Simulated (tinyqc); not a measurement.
From results back to parameters: Stoner model of a band ferromagnet. Two cases, with inputs chosen for the exercise.

Problem. The moment of the weak ferromagnet is given and I is hidden.

Density of states per atom and spin: flat with a rise to the top, D(e) = (M/W) [1 - sp + 4 sp (e/W + 1/2)^3]. Levels e -/+ I m/2 for up and down spin, m = n_up - n_down, n_up + n_down = nd. At zero temperature e(N) is the energy below which N states lie, and E(m) = sum over spins of integral e D de - I m^2/4.

Find: e(n_up), e(n_down); I.

Method. n_up and n_down follow from nd and m; both bands share one Fermi level, so I = (e(n_up) - e(n_down))/m.

Case 1.

Values chosen: W = 5.9 eV (band width, e from -W/2 to W/2); M = 5 (states per atom and spin); nd = 4.68 (electrons per atom); sp = 0.63 (shape parameter).

m = 4.03265 muB

Solution.

e(n_up), e(n_down) (eV): 2.670  -1.927

I = 1.14 eV

Case 2.

Values chosen: W = 5.6 eV (band width, e from -W/2 to W/2); M = 5 (states per atom and spin); nd = 3 (electrons per atom); sp = 0.65 (shape parameter).

m = 1.44524 muB

Solution.

e(n_up), e(n_down) (eV): 1.306  -0.573

I = 1.30 eV

Computed by tinyqc, one run a case: `OMP_NUM_THREADS=1 python tinyqc.py N N+1 out.jsonl` with N = 1652337, 1652396; one thread of a shared Intel(R) Xeon(R) Processor @ 2.30GHz, about 0.4 s a run at most.
